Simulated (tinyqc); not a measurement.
Velocity overshoot from momentum and energy balance equations after a field step: one step, computed by the program tinyqc.

At t = 0 the field jumps from 0 to F in a uniform sample. v is the drift velocity and u = w - (3/2) k_B T the excess energy per carrier.

Question. First four steps. dv/dt = e F/m - v/tau_m(u), du/dt = e F v - u/tau_E, tau_m(u) = tau_0/(1 + c u), tau_0 = m mu_0/e, c = mu_0/(e tau_E v_s^2); this choice gives the steady state v (1 + mu_0 F v/v_s^2) = mu_0 F, which saturates at v_s. Step: v_new = (v + dt e F/m)/(1 + dt/tau_m(u)), u_new = (u + dt e F v_new)/(1 + dt/tau_E). Start v = u = 0; the distance adds dt (v + v_new)/2.

Inputs (values chosen for the exercise, modelled on electrons in 4H-SiC except for tau_E):
```
quantity                      value   unit
energy relaxation time tau_E   0.24     ps
field after the step F          220  kV/cm
lattice temperature T           300      K
time step dt                    1.5     fs
```

Scheme: implicit in the damping.

c = 8.314437 1/eV

tau_0 = 170.1141 fs

acceleration e F/m = 0.1138060 1e7 cm/s per fs

Give: Steps.

Answer.

Steps:
```
step  t (fs)  v (1e7 cm/s)    u (eV)  tau_m (fs)
1        1.5        0.1692  0.000555       169.3
2        3.0        0.3369  0.001657       167.8
3        4.5        0.5032  0.003296       165.6
4        6.0        0.6678  0.005466       162.7
```

Caution: the excess energy exceeds 0.5 eV, where non-parabolicity, upper valleys and impact ionisation matter.
